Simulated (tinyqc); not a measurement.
Resistance of a circular point contact between the ballistic and the diffusive limit: one step of the calculation.

Two half-spaces of a free-electron metal (one valley, spin 2) meet through a circular opening of radius a in an insulating sheet.

Problem. Fermi wave number and resistivity. kF = (3 pi^2 n)^(1/3), resistivity rho = hbar kF/(n q^2 l). Maxwell: RM = rho/(2 a); Sharvin: RS = 4 rho l/(3 pi a^2); interpolation R = RS + gamma RM, gamma = (1 + 0.83 K)/(1 + 1.33 K), K = l/a.

Inputs (values chosen for the exercise): free-electron density n = 5.5e22 cm^-3; mean free path l = 3.5 nm; radius of the opening a = 1.5 nm.

Constants: q = 1.602176634e-19 C, hbar = 1.054571817e-34 J s. Results are converted to the units shown.

Wanted: kF; rho; modes (kF a)^2/4.

Solution.

kF = 11.77 1/nm
rho = 25.11 uohm cm
modes (kF a)^2/4 = 77.86

tinyqc, about 0.01 s, one thread, Intel Xeon 2.30GHz (shared host): `OMP_NUM_THREADS=1 python tinyqc.py 2760098 2760099 out.jsonl`
